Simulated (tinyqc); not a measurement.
# Surface Green function of a zigzag honeycomb ribbon two chains wide, Sancho-Rubio decimation: densities of states against energy

A semi-infinite lead of cells 0, 1, 2, ... with H0 inside a cell and H1 = <cell i|H|cell i + 1>. Cell of four sites joined 1-2-3-4 by -t; site 2 joins site 1 of the next cell and site 3 joins site 4 of the next cell. z = E + i eta.

Start with e_s = e = H0, a = H1, b = H1^dagger. Each round: g = (z - e)^(-1); e_s <- e_s + a g b; e <- e + a g b + b g a; a <- a g a; b <- b g b (all with the old a, b). Round k joins cells 2^k apart. Stop when the largest entry of the matrices a and b is below 1e-12 eV; g_s = (z - e_s)^(-1), bulk (z - e)^(-1), density of states -Im Tr/pi. Here eta = 0.01 eV. Open modes are the crossings of E with the bands of H0 + H1 exp(ik) + H1^dagger exp(-ik) for 0 < k < pi.

H0 (eV):
```
    1   2   3   4
1   0  -1   0   0
2  -1   0  -1   0
3   0  -1   0  -1
4   0   0  -1   0
```

H1 (eV):
```
    1  2  3   4
1   0  0  0   0
2  -1  0  0   0
3   0  0  0  -1
4   0  0  0   0
```

Result of one run:
```
E (eV)  open modes  rounds  surface (1/eV)  bulk (1/eV)
2.82             0       5        0.007397      0.01390
```

What becomes of these results when the energy E is changed from 2.82 to 1.79 eV, all else the same?

Result of the changed run:
```
E (eV)  open modes  rounds  surface (1/eV)  bulk (1/eV)
1.79             1      11          0.7129       0.4446
```

The whole series:
```
E (eV)  open modes  rounds  surface (1/eV)  bulk (1/eV)
-2.82            0       5        0.007397      0.01390
-2.31            1      11          0.7350       0.6735
-1.79            1      11          0.7129       0.4446
-1.28            2      11          0.9454        1.072
-0.77            1      11          0.6271       0.4370
-0.26            1      11          0.7310       0.4503
0.26             1      11          0.7310       0.4503
0.77             1      11          0.6271       0.4370
1.28             2      11          0.9454        1.072
1.79             1      11          0.7129       0.4446
2.31             1      11          0.7350       0.6735
2.82             0       5        0.007397      0.01390
```

The bands of the infinite lead run over -2.56 to -1.00, -1.56 to 0, 0 to 1.56, 1.00 to 2.56 eV. The rounds lie between 5 and 11, 5.0 on average outside the bands and 11.0 inside. The surface density of states is largest at E = -1.28 and 1.28 eV among the rows (0.945 1/eV, bulk 1.07).

Program tinyqc, `OMP_NUM_THREADS=1 python tinyqc.py 2680108 2680109 out.jsonl`; Intel Xeon 2.30GHz, shared host, one thread, about 0.07 s.
